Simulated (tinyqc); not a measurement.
Inside a calculation. Model: surface photovoltage measurement of the minority-carrier diffusion length in a wafer. Computed by tinyqc, a small Python program that keeps every step. Command: `OMP_NUM_THREADS=1 python tinyqc.py 3130479 3130480 out.jsonl spv walk`. One thread of a shared host (Intel(R) Xeon(R) Processor @ 2.30GHz), about 0.01 s of CPU time with the checks. Intermediate numbers are printed to about 5 digits and carried at full precision; extremes and crossings named in words are read from the listed rows.

Low injection, steady light, a depletion layer much thinner than 1/alpha and L. The excess density dn is taken at the front edge of the neutral region; light that reaches the back is lost.

Inputs (values chosen for the exercise, modelled on p-type silicon at room temperature):

| quantity | value | unit |
|---|---|---|
| diffusion length L | 33 | micrometre |
| wafer thickness W | 625 | micrometre |
| diffusivity D | 27 | cm^2/s |
| front recombination velocity S_f | 470 | cm/s |
| back recombination velocity S_b | 1100 | cm/s |
| photon flux entering | 6.8e+13 | 1/(cm^2 s) |
| minority density at the surface barrier scale n_0 | 1.7e+10 | 1/cm^3 |
| temperature T | 298 | K |
| wavelength | 978 | nm |
| relative noise of each reading | 1 | % |
| diffusion length after pair splitting over L | 0.64 | - |
| iron factor C | 1.07e+16 | micrometre^2/cm^3 |

Constants: k_B = 8.617333262e-05 eV/K.

## One wavelength

alpha = (84.732/lambda - 76.417)^2 per cm with lambda in micrometre (an empirical fit for silicon between 0.7 and 1.05 micrometre). Thick wafer: dn = Phi L/((S_f + D/L)(L + 1/alpha)). Finite wafer, with s = S_b L/D, w = W/L, a = alpha L: dn = [Phi a/(a^2 - 1)] [a - B - exp(-alpha W)(a - s)/(cosh w + s sinh w)]/(S_f + B D/L), B = (sinh w + s cosh w)/(cosh w + s sinh w). Photovoltage V = (k_B T/e) ln(1 + dn/n_0). Lifetime = L^2/D.

alpha = 104.47 1/cm

penetration depth 1/alpha = 95.722 micrometre

dn, thick wafer = 2.0149e+09 1/cm^3

B = 1

dn, finite wafer = 2.0149e+09 1/cm^3

photovoltage V = 2.8764 mV

lifetime = 0.40333 microsecond

Caution: dn is not small against n_0, so V is not linear in the flux; the constant-flux reading then needs dn, not V.

## The linear plot

normal deviates g for the noise: -0.29  0.75  1.36  1.35  -0.20  -0.97  -2.60

Readings y = (Phi/dn) (1 + noise x g) at 780, 830, 880, 920, 950, 975 and 995 nm; a least-squares line y = c (1/alpha + L_app) gives L_app = intercept/slope.

Readings:

| lambda (nm) | 1/alpha (micrometre) | y (cm/s) | line (cm/s) |
|---|---|---|---|
| 780 | 9.64 | 11146 | 11451 |
| 830 | 15.18 | 12725 | 12852 |
| 880 | 25.33 | 15501 | 15419 |
| 920 | 40.66 | 19572 | 19294 |
| 950 | 61.28 | 24668 | 24508 |
| 975 | 90.92 | 32173 | 32002 |
| 995 | 130.89 | 41850 | 42109 |

slope = 252.84 cm/(s micrometre)

apparent length L_app = 35.652 micrometre

error of L_app (rounded to 0.001) = 8.037 %

At W/L = 18.9 the finite thickness shifts L_app by less than 0.05 %. S_f scales all readings alike and leaves L_app unchanged.

## Where the wafer is too thin

No noise; L is varied at fixed W, and the last two columns set S_b to 0 and to 1e7 cm/s.

Apparent length (micrometre):

| L | W/L | given S_b | S_b = 0 | S_b = 1e7 |
|---|---|---|---|---|
| 31.2 | 20.032 | 31.20 | 31.2 | 31.20 |
| 62.5 | 10.000 | 62.50 | 62.5 | 62.50 |
| 125.0 | 5.000 | 125.03 | 125.1 | 124.85 |
| 188.0 | 3.324 | 188.14 | 190.0 | 185.71 |
| 312.0 | 2.003 | 307.69 | 338.1 | 285.54 |
| 500.0 | 1.250 | 450.81 | 647.2 | 376.13 |
| 812.0 | 0.770 | 581.74 | 1396.4 | 438.23 |
| 1310.0 | 0.477 | 661.23 | 3034.8 | 468.94 |
| 2500.0 | 0.250 | 706.80 | 7352.9 | 484.66 |

With a fast back surface L_app levels off, at 485 micrometre in the last row; with a passive one it reaches up to 2.94 times L among these rows and is 7350 in the last. All three columns are within 5 % of L down to W/L = 3.3.

## Iron from two lengths

Splitting iron-boron pairs in boron-doped silicon shortens L; with nothing else changing, [Fe] = C (1/L_after^2 - 1/L^2). It is evaluated with the true lengths and with the apparent ones (without noise), which differ when the wafer is not thick against L.

L_after = 21.12 micrometre

[Fe] from the true lengths = 1.4163e+13 1/cm^3

[Fe] from the apparent lengths = 1.4163e+13 1/cm^3

bias, apparent over true less 1 (rounded to 0.001) = 0 %

Checks made by the program: dn against a finite-difference solution (relative difference 1e-06).
